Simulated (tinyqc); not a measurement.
Comparisons within one model: Shockley state of an s-p chain by decimation. A value that a table varies takes the place of the one given here.

Each site has s at -d/2 and p at +d/2: H0 = diag(-d/2, d/2). The block to the next site on the right is H1 = [[-ts, u], [-u, tp]] (rows s, p of site n; columns s, p of site n + 1). Bulk: H(k) = [[-d/2 - 2 ts cos k, 2i u sin k], [-2i u sin k, d/2 + 2 tp cos k]]. The bands are inverted at k = pi if d < 2 (ts + tp).

Decimation (Sancho-Rubio) at z = E + i eta: start with es = e = H0, A = H1, B = H1^T. Each round forms g = (z - e)^-1 and sets es += A g B, e += A g B + B g A, A = A g A, B = B g B, doubling the length covered. Stop when all |A| < 1e-10. Surface G = (z - es)^-1, bulk G = (z - e)^-1; densities -Im tr G/pi.

Parameters, chosen for this exercise:

| symbol | value | unit | meaning |
|---|---|---|---|
| d | 2.73 | eV | Ep - Es |
| ts | 1.49 | eV | s-s hopping |
| tp | 1.4 | eV | p-p hopping |
| u | 0.44 | eV | s-p hopping |
| eta | 0.02 | eV | broadening |
| E1 | -0.92 | eV | first energy |
| dE | 0.193 | eV | step |
| E | -0.15 | eV | energy |

## Surface against bulk across the gap

Eleven energies E1 + j dE.

Densities (1/eV):

| E (eV) | surface | bulk |
|---|---|---|
| -0.920 | 0.2775 | 0.4837 |
| -0.727 | 0.0894 | 0.9879 |
| -0.534 | 0.0189 | 0.0260 |
| -0.341 | 0.0287 | 0.0107 |
| -0.148 | 0.1001 | 0.0073 |
| 0.045 | 8.7206 | 0.0065 |
| 0.238 | 0.0954 | 0.0072 |
| 0.431 | 0.0282 | 0.0105 |
| 0.624 | 0.0188 | 0.0250 |
| 0.817 | 0.0826 | 0.9518 |
| 1.010 | 0.2816 | 0.4709 |

edges of the bulk gap (201 k points) (eV): -0.7171  0.8107

What does this show?

Inside the gap the bulk density is only the tail of the broadening, at least 0.0065. The surface density peaks at 0.045 eV among these rows (8.721); a chain of 60 sites puts the surface level at 0.0425 eV.

## Through the band inversion

d = f 2 (ts + tp). Gap edges from 201 k points; levels in the gap from an open chain of 60 sites (their mean, and the weight on the two end sites summed over them, divided by their number); a dash: none.

Against d:

| f | d (eV) | top of lower band (eV) | bottom of upper band (eV) | levels in the gap | mean level (eV) | end weight |
|---|---|---|---|---|---|---|
| 0.10 | 0.578 | -0.8648 | 0.8847 | 2 | 0.0090 | 0.709 |
| 0.30 | 1.734 | -0.8050 | 0.8646 | 2 | 0.0270 | 0.651 |
| 0.50 | 2.890 | -0.6990 | 0.7984 | 2 | 0.0450 | 0.537 |
| 0.70 | 4.046 | -0.5271 | 0.6660 | 2 | 0.0630 | 0.365 |
| 0.85 | 4.913 | -0.3126 | 0.4813 | 2 | 0.0765 | 0.199 |
| 1.15 | 6.647 | -0.3435 | 0.5235 | 0 | - | - |
| 1.30 | 7.514 | -0.7770 | 0.9570 | 0 | - | - |
| 1.60 | 9.248 | -1.6440 | 1.8240 | 0 | - | - |

What can be read from the table?

Levels in the gap appear for f = 0.1, 0.3, 0.5, 0.7 and 0.85 and for none of the other rows; the gap closes at f = 1. The level lies at 0.0090 eV for f = 0.1 and 0.0765 eV for f = 0.85, on the line E = d (ts - tp)/(2 (ts + tp)), and its end weight goes from 0.71 to 0.20: no shift of the surface potential is needed, the inversion alone binds it.

## What each parameter does

Gap edges from 201 k points between 0 and pi, and the surface density at E by decimation. Each row changes one parameter from the base and keeps the others.

Results:

| case | top of lower band (eV) | bottom of upper band (eV) | surface density (1/eV) |
|---|---|---|---|
| base | -0.7171 | 0.8107 | 0.0982 |
| d = 3.003 eV | -0.6858 | 0.7887 | 0.0888 |
| ts = 1.639 eV | -0.6573 | 0.8916 | 0.0569 |
| tp = 1.54 eV | -0.8010 | 0.7517 | 0.2160 |
| u = 0.484 eV | -0.7894 | 0.8850 | 0.1025 |
| eta = 0.04 eV | -0.7171 | 0.8107 | 0.1905 |

How do the results move?

The largest shifts from the base row, up to three for each result and ties (the steps differ in size, so this ranks the rows, not the parameters). top of lower band (eV): tp -0.0839, u -0.0723, ts +0.0598; unchanged at the printed digits by eta. bottom of upper band (eV): ts +0.0810, u +0.0744, tp -0.0590; unchanged at the printed digits by eta. surface density (1/eV): tp +0.1178, eta +0.0923, ts -0.0413. The base chain is inverted, so a surface state lies in the gap; E lies in the gap.

(tinyqc, `OMP_NUM_THREADS=1 python tinyqc.py 1450724 1450725 out.jsonl`, Intel(R) Xeon(R) Processor @ 2.30GHz, 1 thread, shared host, about 0.3 s.)
